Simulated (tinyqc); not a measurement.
# Landau-Devonshire theory of a uniaxial ferroelectric, step by step

A worked calculation. Computed by tinyqc, a small Python program that keeps every step. Command: `OMP_NUM_THREADS=1 python tinyqc.py 3013616 3013617 out.jsonl ferro walk`. One thread of a shared host (Intel(R) Xeon(R) Processor @ 2.30GHz), about 0.01 s of CPU time with the checks. Intermediate numbers are printed to about 6 digits and carried at full precision; extremes and crossings named in words are read from the listed rows.

G(P) = (alpha/2) P^2 + (beta*/4) P^4 + (gamma/6) P^6 - E P per volume, SI units, one domain, P along the polar axis, which is normal to the film.

Inputs (values chosen for the exercise, modelled on barium titanate):

| quantity | value | unit |
|---|---|---|
| alpha_0 | 680000 | J m/(C^2 K) |
| Curie-Weiss temperature T0 | 381 | K |
| beta | -8.21e+08 | J m^5/C^4 |
| gamma | 1.67e+10 | J m^9/C^6 |
| temperature T | 322 | K |
| misfit strain u_m | -0.013 | - |
| electrostriction Q12 | -0.043 | m^4/C^2 |
| compliance s11 + s12 | 5.6e-12 | m^2/N |
| applied field E | 40 | MV/m |
| start of Newton steps P0/Ps | 0.35 | - |

Sample: epitaxial film.

Constants: eps_0 = 8.8541878128e-12 F/m.

## Coefficients at T

alpha = alpha_0 (T - T0*), with clamping: T0* = T0 + 4 Q12 u_m/(alpha_0 (s11 + s12)), beta* = beta + 4 Q12^2/(s11 + s12).

T0* = 968.185 K

alpha = -4.39406e+08 J m/C^2

beta* = 4.99714e+08 J m^5/C^4

Compression raises T0 by 587 K. beta* > 0: the transition is of second order, although the free crystal has a first-order one. Caution: a shift of T0 this large is beyond the range where constant coefficients hold.

## Spontaneous polarisation, susceptibility, coercive field

Ps^2 = [-beta* + sqrt(beta*^2 - 4 alpha gamma)]/(2 gamma). chi = 1/(eps_0 G''), G'' = alpha + 3 beta* P^2 + 5 gamma P^4 at Ps. Ps, chi and the coercive field are for perfect screening, without a depolarising field. The intrinsic coercive field is |alpha P + beta* P^3 + gamma P^5| at the P_c where G'' = 0. 1 C/m^2 = 100 microcoulomb/cm^2.

spontaneous polarisation Ps = 38.4624 microcoulomb/cm^2

susceptibility chi = 70.1596

well depth G(Ps) = -20.7566 MJ/m^3

P_c = 25.3216 microcoulomb/cm^2

intrinsic coercive field = 85.7664 MV/m

P_c/Ps = 0.658, above the 0.577 of a quartic well, as the sixth-order term matters. Real switching runs by domain nucleation at far lower fields. Caution: far below T0* the expansion with linear alpha(T) is only a fit.

## Polarisation in the field by Newton steps

Solve G'(P) = alpha P + beta* P^3 + gamma P^5 - E = 0 by P(new) = P - G'/G'' from P0; stop when the step is below 1e-11 C/m^2 (G' under 1e-6 MV/m is shown as 0).

Newton steps:

| step | P (microcoulomb/cm^2) | G' (MV/m) | G'' (MJ m/C^2) |
|---|---|---|---|
| 1 | 13.4619 | -9.71947e+01 | -384.816 |
| 2 | -11.7956 | 1.06292e+01 | -402.382 |
| 3 | -9.1541 | -2.67184e-01 | -420.980 |
| 4 | -9.2175 | -1.07366e-04 | -420.641 |
| 5 | -9.2176 | 0 | -420.641 |

P at the end of the steps = -9.21756 microcoulomb/cm^2

1/(eps_0 G'') there = -268.497

The steps end on a root with G'' < 0, the maximum of G between the wells: the start lay inside P_c, where the curvature is negative.

Reruns converge with start of Newton steps P0/Ps = 1.0; or with start of Newton steps P0/Ps = 2.0.

Checks made by the program: Ps against a numerical root of G'(P)/P (relative difference below 1e-10).
